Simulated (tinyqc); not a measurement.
Inside a calculation. Method: Hueckel theory of the pi electrons with the omega technique, for the molecule Bc1c[cH-]nc1 (SMILES; centres numbered as the heavy atoms are written). Computed by tinyqc, a small Python program that keeps every step. Settings: charge = -1, omega = 1.4, damping = 0.3. Command: `OMP_NUM_THREADS=1 python tinyqc.py 31705 31706 out.jsonl` (the two numbers bound the seeds that draw the settings). One thread of a shared host (Intel(R) Xeon(R) Processor @ 2.60GHz), about 0.01 s of CPU time with the checks.

## The Hueckel matrix

Centres:

| centre | z_r, pi electrons of the neutral centre | h |
|---|---|---|
| 1B | 0 | -1.000000 |
| 2C | 1 | 0.000000 |
| 3C | 1 | 0.000000 |
| 4C | 1 | 0.000000 |
| 5N | 1 | 0.500000 |
| 6C | 1 | 0.000000 |

Bonds:

| i | j | k |
|---|---|---|
| 1 | 2 | 0.700000 |
| 2 | 3 | 1 |
| 3 | 4 | 1 |
| 4 | 5 | 1 |
| 5 | 6 | 1.000000 |
| 6 | 2 | 1 |

H_rr = alpha + h_r beta, H_rs = k_rs beta for bonded centres.

Hueckel matrix in units of beta (H = alpha + beta A), lower triangle:
```
           1B        2C        3C        4C        5N        6C
1B  -1.000000
2C   0.700000  0.000000
3C   0.000000  1.000000  0.000000
4C   0.000000  0.000000  1.000000  0.000000
5N   0.000000  0.000000  0.000000  1.000000  0.500000
6C   0.000000  1.000000  0.000000  0.000000  1.000000  0.000000
```

## Orbitals, round 1

pi electrons, sum of z_r less the charge = 6

Diagonalise; E = alpha + x beta with beta < 0, so the largest x are filled first; degenerate levels share their electrons. P = sum n_i c_ri c_si; each orbital has its largest coefficient positive (the first on a tie).

x values: 2.148780  0.905154  0.645684  -0.874870  -1.457236  -1.867511

occupations: 2.000000  2.000000  2.000000  0.000000  0.000000  0.000000

coefficients:
```
         MO1        MO2        MO3        MO4        MO5        MO6
1B  0.093320  -0.219514   0.102844   0.820321   0.103239  -0.498941
2C  0.419776  -0.597441   0.241784   0.146638  -0.067435   0.618339
3C  0.395433  -0.405454  -0.500856  -0.306165  -0.383022  -0.433521
4C  0.429921   0.230442  -0.565179   0.121216   0.625589   0.191267
5N  0.528373   0.614040   0.135929   0.200116  -0.528609   0.076328
6C  0.441250   0.018339   0.584981  -0.396350   0.409024  -0.371975
```

charge and bond-order matrix P, lower triangle:
```
           1B         2C         3C         4C        5N        6C
1B   0.134944
2C   0.390372   1.183214
3C   0.148789   0.574258   1.143234
4C  -0.137181  -0.187712   0.719289   1.114725
5N  -0.143007  -0.224377  -0.216220   0.583670  1.349401
6C   0.194627   0.631418  -0.251885  -0.273380  0.647843  1.074483
```

## Omega technique, round 1

h_r = h_r(0) + omega q_r, omega = 1.4, with q_r = z_r - P_rr; 0.3 of the old diagonal is kept.

matrix after round 1, lower triangle:
```
           1B         2C         3C         4C        5N         6C
1B  -1.132245
2C   0.700000  -0.179549
3C   0.000000   1.000000  -0.140369
4C   0.000000   0.000000   1.000000  -0.112431
5N   0.000000   0.000000   0.000000   1.000000  0.157587
6C   0.000000   1.000000   0.000000   0.000000  1.000000  -0.072993
```

## Orbitals, round 2

As before.

x values: 1.967710  0.678194  0.530915  -1.008383  -1.636267  -2.012167

occupations: 2.000000  2.000000  2.000000  0.000000  0.000000  0.000000

coefficients:
```
         MO1        MO2        MO3        MO4        MO5        MO6
1B  0.098120   0.232995   0.075410   0.822177   0.082551  -0.497605
2C  0.434527   0.602603   0.179170   0.145480  -0.059440   0.625505
3C  0.411597   0.350400  -0.528489  -0.324183  -0.369990  -0.431879
4C  0.433153  -0.315779  -0.533936   0.135916   0.612906   0.182886
5N  0.489422  -0.600062   0.184983   0.202409  -0.563979   0.084444
6C  0.452760   0.003382   0.602996  -0.371919   0.398790  -0.366109
```

charge and bond-order matrix P, lower triangle:
```
           1B         2C         3C         4C        5N        6C
1B   0.139202
2C   0.393101   1.168093
3C   0.164348   0.590626   1.142986
4C  -0.142676  -0.195477   0.699630   1.144851
5N  -0.155679  -0.231579  -0.213158   0.605424  1.267655
6C   0.181370   0.613627  -0.262273  -0.253830  0.662210  1.137214
```

## Omega technique, round 2

As before.

matrix after round 2, lower triangle:
```
           1B         2C         3C         4C        5N         6C
1B  -1.176091
2C   0.700000  -0.218595
3C   0.000000   1.000000  -0.182237
4C   0.000000   0.000000   1.000000  -0.175684
5N   0.000000   0.000000   0.000000   1.000000  0.134975
6C   0.000000   1.000000   0.000000   0.000000  1.000000  -0.156367
```

## Convergence

Each round sets h_r = h_r(0) + omega (z_r - P_rr), keeping the share named as damping of the old diagonal; repeat until output and input diagonals agree to 1e-6.

Rounds:

| round | sum n x | largest \|h(out) - h(in)\| |
|---|---|---|
| 1 | 7.399235 | 4.89e-01 |
| 2 | 6.353636 | 1.19e-01 |
| 3 | 6.058836 | 3.17e-02 |
| 4 | 5.968571 | 9.93e-03 |
| 5 | 5.942340 | 2.74e-03 |
| 6 | 5.934286 | 8.46e-04 |
| 7 | 5.931930 | 2.43e-04 |
| 8 | 5.931208 | 7.50e-05 |
| 9 | 5.930996 | 2.25e-05 |
| 10 | 5.930931 | 7.01e-06 |
| 11 | 5.930911 | 2.11e-06 |
| 12 | 5.930906 | 6.55e-07 |

Converged in 12 rounds.

## Energy, charges, bond orders

final x values: 1.897248  0.618197  0.450007  -1.076894  -1.707688  -2.080868

occupations: 2.000000  2.000000  2.000000  0.000000  0.000000  0.000000

final P, lower triangle:
```
           1B         2C         3C         4C        5N        6C
1B   0.140179
2C   0.395298   1.172853
3C   0.160695   0.585905   1.147121
4C  -0.144298  -0.196565   0.703283   1.138233
5N  -0.153600  -0.228114  -0.214205   0.601916  1.279957
6C   0.184960   0.616363  -0.262214  -0.254011  0.661671  1.121657
```

E = sum n x; q_r = z_r - P_rr; bond order p = P_rs; free valence = sqrt(3) - sum of p over the bonds of the atom.

pi energy = 6 alpha + this times beta = 5.930906

pi charges: 1B -0.140179, 2C -0.172853, 3C -0.147121, 4C -0.138233, 5N -0.279957, 6C -0.121657

Bond orders and lengths from R = 1.517 - 0.180 p (angstrom, C-C alone):

| bond | p | R |
|---|---|---|
| 1-2 | 0.395298 | - |
| 2-3 | 0.585905 | 1.411537 |
| 3-4 | 0.703283 | 1.390409 |
| 4-5 | 0.601916 | - |
| 5-6 | 0.661671 | - |
| 6-2 | 0.616363 | 1.406055 |

free valence of the carbons: 2C 0.134485, 3C 0.442862, 4C 0.426851, 6C 0.454017

gap between the highest filled and the next level = 1.526902 |beta|
